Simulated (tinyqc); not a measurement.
Warping of the constant-energy contours: six-band Luttinger-Kohn model.

Six-band Luttinger-Kohn model in the basis |3/2,3/2>, |3/2,1/2>, |3/2,-1/2>, |3/2,-3/2>, |1/2,1/2>, |1/2,-1/2>, electron energies, zero at the top of the unstrained valence band. H = -[rows: (P+Q, -S, R, 0, -S/r2, r2 R); (-S*, P-Q, 0, R, -r2 Q, r32 S); (R*, 0, P-Q, S, r32 S*, r2 Q); (0, R*, S*, P+Q, -r2 R*, -S*/r2); (-S*/r2, -r2 Q, r32 S, -r2 R, P+Dso, 0); (r2 R*, r32 S*, r2 Q, -S/r2, 0, P+Dso)], r2 = sqrt(2), r32 = sqrt(3/2). Levels are twofold.

P = c g1 k^2 - av tr(e); Q = c g2 (kx^2 + ky^2 - 2 kz^2) - (b/2)(exx + eyy - 2 ezz); R = c sqrt3 [-g2 (kx^2 - ky^2) + 2i g3 kx ky] + (sqrt3/2) b (exx - eyy) - i d exy; S = 2 c sqrt3 g3 (kx - i ky) kz - d (exz - i eyz); c = hbar^2/2m0, e the strain tensor (not engineering shear).

Constants: hbar^2/2m0 = 3.80998211 eV angstrom^2.

Values chosen for the exercise (near those of Si; the results hold for these values, not for the real material): Dso = 0.043 eV (spin-orbit splitting); g1 = 4.28 (Luttinger gamma1); g2 = 0.34 (gamma2); g3 = 1.45 (gamma3); E_h = 60 meV (hole energy below the top).

No strain (e = 0). In the plane kz = 0, |k| where the top and second pairs lie E_h below the top, against the angle from [100]; m = c k^2/E_h.

Contours:

| angle (degrees) | k top (1/angstrom) | k second (1/angstrom) | m top (m0) | m second (m0) |
|---|---|---|---|---|
| 0 | 0.0661 | 0.0582 | 0.278 | 0.215 |
| 9 | 0.0701 | 0.0581 | 0.312 | 0.214 |
| 18 | 0.0829 | 0.0579 | 0.436 | 0.213 |
| 27 | 0.1094 | 0.0578 | 0.760 | 0.212 |
| 36 | 0.1611 | 0.0578 | 1.648 | 0.212 |
| 45 | 0.2118 | 0.0578 | 2.849 | 0.212 |

What does the comparison show?

The heavy contour reaches 3.203 times as far along [110] as along [100], the light one 0.993 times. The warping follows g3 - g2 = 1.11 and would vanish for g2 = g3. Along [100] the heavy mass is 1/(g1 - 2 g2) = 0.278 at any energy, while the light one is 0.2152, against 1/(g1 + 2 g2) = 0.2016 at the edge, for E_h/Dso = 1.40.

tinyqc: `OMP_NUM_THREADS=1 python tinyqc.py 1080503 1080504 out.jsonl`; about 0.08 s, one thread, shared Intel(R) Xeon(R) Processor @ 2.30GHz.
